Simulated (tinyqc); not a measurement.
Grain-boundary trapping model (Seto) of a polycrystalline semiconductor film: one step, computed by the program tinyqc. Command: `OMP_NUM_THREADS=1 python tinyqc.py 3009061 3009062 out.jsonl poly walk`. One thread of a shared host (Intel(R) Xeon(R) Processor @ 2.30GHz), about 0.01 s of CPU time with the checks.

Grains of equal size L are joined by thin boundaries with one trap level. Trapped carriers deplete a width W on each side and raise a barrier, crossed by thermionic emission. Dopants are fully ionised, statistics are non-degenerate and mu_g does not depend on T.

Task: Barrier. N_c(T) = N_c (T/300 K)^(3/2). Filled traps Q = Q_t/(1 + (1/2) exp((E_t* - E_F)/k_B T)), where E_t* = e V_B - E_t and E_F are counted from the band edge at the grain centre. Partial depletion: Q = 2 N W, V_B = e N W^2/(2 eps eps_0), E_F = k_B T ln(N/N_c); solve for W. If that W would exceed L/2 the grain is fully depleted: W = L/2, Q = N L, and E_F follows from the trap equation. Centre density n_0 = N_c exp(E_F/k_B T).

Inputs (values chosen for the exercise, modelled on polycrystalline ZnO):

| quantity | value | unit |
|---|---|---|
| permittivity eps | 8.3 | - |
| effective density of states at 300 K, N_c | 3.8e+18 | 1/cm^3 |
| grain size L | 36 | nm |
| trap density Q_t | 5.3e+12 | 1/cm^2 |
| trap level E_t below the band edge | 0.52 | eV |
| doping N | 1.8e+17 | 1/cm^3 |
| temperature T | 250 | K |

Grain interior: resistance included.

Constants: k_B = 8.617333262e-05 eV/K; e = 1.602176634e-19 C; eps_0 = 8.8541878128e-12 F/m.

Give: depletion width W; barrier V_B; E_F; centre density n_0.

Result:

depletion width W = 18 nm

barrier V_B = 0.06357 V

E_F = -0.5138 eV

centre density n_0 = 1.267e+08 1/cm^3

The grain is fully depleted, and n_0 is 7.04e-10 of N.
